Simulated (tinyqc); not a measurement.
What moves the results: sp3s* tight binding. A value that a table varies takes the place of the one given here.

sp3s* tight binding, nearest neighbours only: anion (a) at 0, cation (c) at a/4 (1,1,1), orbitals s, px, py, pz, s* on each; k in units of 2 pi/a. With phases e_j = exp(i (pi/2) k.n_j) for n = (1,1,1), (1,-1,-1), (-1,1,-1), (-1,-1,1): g0 = (e1+e2+e3+e4)/4, g1 = (e1+e2-e3-e4)/4, g2 = (e1-e2+e3-e4)/4, g3 = (e1-e2-e3+e4)/4. The diagonal holds the levels Esa, Epa, Exa (s*) and Esc, Epc, Exc. Anion-cation block: <sa|sc> = Vss g0; <sa|xc> = Vsapc g1; <xa|sc> = -Vscpa g1; <xa|xc> = Vxx g0; <xa|yc> = <ya|xc> = Vxy g3, <xa|zc> = <za|xc> = Vxy g2, <ya|zc> = <za|yc> = Vxy g1; <s*a|xc> = Vxapc g1; <xa|s*c> = -Vpaxc g1; y and z take g2 and g3 in place of g1; s-s* and s*-s* vanish.

Values chosen for the exercise (near a published set for GaP, fitted to gaps, whose masses and valley positions are rough; not measured data):
- Esa = -8.103 eV (s level of the anion)
- Epa = 1.125 eV (p level of the anion)
- Esc = -2.199 eV (s level of the cation)
- Epc = 4.104 eV (p level of the cation)
- Exa = 8.529 eV (s* level of the anion)
- Exc = 7.194 eV (s* level of the cation)
- Vss = -7.465 eV (s-s)
- Vxx = 2.153 eV (px-px)
- Vxy = 5.125 eV (px-py)
- Vsapc = 4.269 eV (s anion, p cation)
- Vscpa = 6.302 eV (s cation, p anion)
- Vxapc = 4.647 eV (s* anion, p cation)
- Vpaxc = 5.108 eV (p anion, s* cation)
- eta = 3 (scaling exponent)
- D001 = 0.87 (ratio -ezz/exx)

## What the s* orbital does

The s* couplings Vxapc and Vpaxc are scaled by f; f = 0 is the plain sp3 model. Gaps from the top of the valence band at Gamma; the Delta value is the minimum on (x,0,0), 0.5 <= x <= 1.

Gaps (eV):

| f | Gamma | Delta | L | x of the minimum |
|---|---|---|---|---|
| 0.00 | 2.8800 | 4.7972 | 3.6733 | 0.500 |
| 0.25 | 2.8800 | 4.6727 | 3.5545 | 0.500 |
| 0.50 | 2.8800 | 4.3012 | 3.2473 | 1.000 |
| 0.75 | 2.8800 | 3.3534 | 2.8406 | 1.000 |
| 0.90 | 2.8800 | 2.7574 | 2.5761 | 1.000 |
| 1.00 | 2.8800 | 2.3550 | 2.3958 | 1.000 |
| 1.10 | 2.8800 | 1.9508 | 2.2128 | 1.000 |

The gap at Gamma stays, since g1 to g3 vanish there. From f = 0 to 1 the s* levels lower the Delta value by 2.442 eV and L by 1.278 eV. For f = 0 and 0.25 the least value lies at x = 0.5, the end of the range: any valley further out lies above that value until s* has lowered it enough. The lowest of the three is Gamma at f = 0 and the Delta line at f = 1.

## Hydrostatic strain (sp3s* tight binding, strained)

Strain e moves each bond vector to d = (1 + e) d0 (no internal displacement for the diagonal strains used here) and k is given in fractions of the strained reciprocal cell, so the phases stay. Two-centre values Vss_sigma = Vss/4, Vsp_sigma = sqrt3 V/4 for each s-p and s*-p pair, Vpp_sigma = (Vxx + 2 Vxy)/4, Vpp_pi = (Vxx - Vxy)/4 are scaled by (d0/d)^eta and combined with the new direction cosines; the levels on the diagonal stay.

exx = eyy = ezz = e. Gaps as measured from the top of the valence band; the deformation potentials are (gap(0.01) - gap(-0.01))/0.06.

Gaps (eV):

| e | Gamma | Delta | L | x of the minimum |
|---|---|---|---|---|
| -0.03 | 3.7201 | 2.3383 | 2.7596 | 1.000 |
| -0.02 | 3.4272 | 2.3424 | 2.6349 | 1.000 |
| -0.01 | 3.1474 | 2.3481 | 2.5135 | 1.000 |
| 0.00 | 2.8800 | 2.3550 | 2.3958 | 1.000 |
| 0.01 | 2.6244 | 2.3631 | 2.2821 | 1.000 |
| 0.02 | 2.3801 | 2.3723 | 2.1726 | 1.000 |
| 0.03 | 2.1465 | 2.3822 | 2.0674 | 1.000 |

gap deformation potentials (eV): Gamma -8.716, Delta 0.251, L -3.856

Per unit of volume strain the gaps move by -8.72 (Gamma), +0.25 (Delta) and -3.86 eV (L). The lowest valley changes from the Delta line to L between e = 0 and 0.01. These potentials follow from the one exponent eta, which fitted models replace by one for each integral; with it the sizes are rough, the sign for Delta can be wrong (in Si, Ge and the III-V crystals measured values are small and positive), and the pressures at which valleys cross, and which valley takes over, are rough too. A gap of zero, where one is listed, marks an s level that has sunk below the valence top.

## Biaxial strain splits the top of the valence band (sp3s* tight binding, strained)

No spin-orbit coupling; k = 0; exx = eyy = e, ezz = -D001 e. The four bonds keep equal lengths, and the sums over them give Vxx(e) for px and py and Vzz(e) for pz; each level is the lower root of [[Epa, V], [V, Epc]], and the s level the upper root of the s block. The shear potential b follows from E(x,y) - E(z) = 3 b (exx - ezz), taken as the slope between e = -0.005 and 0.005.

Couplings and levels at Gamma (eV):

| e | ezz | Vxx(e) | Vzz(e) | E(x,y) | E(z) | E(x,y) - E(z) (meV) | upper s level |
|---|---|---|---|---|---|---|---|
| -0.020 | 0.0174 | 2.0689 | 2.4662 | 0.0652 | -0.2666 | 331.8 | 3.0326 |
| -0.010 | 0.0087 | 2.1122 | 2.3074 | 0.0299 | -0.1319 | 161.8 | 2.9548 |
| -0.005 | 0.0043 | 2.1329 | 2.2296 | 0.0130 | -0.0669 | 79.9 | 2.9157 |
| 0.005 | -0.0043 | 2.1725 | 2.0775 | -0.0196 | 0.0582 | -77.8 | 2.8372 |
| 0.010 | -0.0087 | 2.1913 | 2.0031 | -0.0351 | 0.1183 | -153.4 | 2.7979 |
| 0.020 | -0.0174 | 2.2272 | 1.8578 | -0.0649 | 0.2333 | -298.2 | 2.7191 |

b = -2.810 eV

Under tension in the plane (e > 0) the bonds tilt towards the plane, Vxx grows to 2.1913 and Vzz falls to 2.0031 eV at e = 0.01, and the pz state forms the top of the valence band, by 153.4 meV; under compression (e = -0.01) the px, py pair does, by 161.8 meV. The slope gives b = -2.81 eV, a rough value, since on-site strain terms are left out (measured values lie near -2 eV).

## What each parameter does

Gaps from the top of the valence band at Gamma; Delta is the minimum on (x,0,0), 0.5 <= x <= 1. Each row changes one parameter from the base and keeps the others.

Results:

| case | Ev (eV) | gap Gamma (eV) | gap Delta (eV) | gap L (eV) |
|---|---|---|---|---|
| base | -0.0035 | 2.8800 | 2.3550 | 2.3958 |
| Epc = 3.904 eV | -0.0479 | 2.9244 | 2.2835 | 2.3884 |
| Vxapc = 4.447 eV | -0.0035 | 2.8800 | 2.5285 | 2.4502 |
| Vpaxc = 4.808 eV | -0.0035 | 2.8800 | 2.3550 | 2.4228 |
| Vss = -7.265 eV | -0.0035 | 2.6944 | 2.3550 | 2.3478 |
| Epa = 0.925 eV | -0.1617 | 3.0382 | 2.5132 | 2.5417 |
| Esa = -7.903 eV | -0.0035 | 2.9438 | 2.3746 | 2.4273 |

The largest shifts from the base row, up to three for each result and ties (the steps differ in size, so this ranks the rows, not the parameters). Ev (eV): Epa -0.1582, Epc -0.0444; unchanged at the printed digits by Vxapc, Vpaxc, Vss and Esa. gap Gamma (eV): Vss -0.1856, Epa +0.1582, Esa +0.0638; unchanged at the printed digits by Vxapc and Vpaxc. gap Delta (eV): Vxapc +0.1735, Epa +0.1582, Epc -0.0716; unchanged at the printed digits by Vpaxc and Vss. gap L (eV): Epa +0.1460, Vxapc +0.0544, Vss -0.0480. Vxapc and Vpaxc cannot move Ev or the gap at Gamma, whose blocks do not hold them; s parameters never move Ev, and move the gap only where the lowest empty level at Gamma is s-like.

(tinyqc, `OMP_NUM_THREADS=1 python tinyqc.py 1452213 1452214 out.jsonl`, Intel(R) Xeon(R) Processor @ 2.30GHz, 1 thread, shared host, about 0.1 s.)
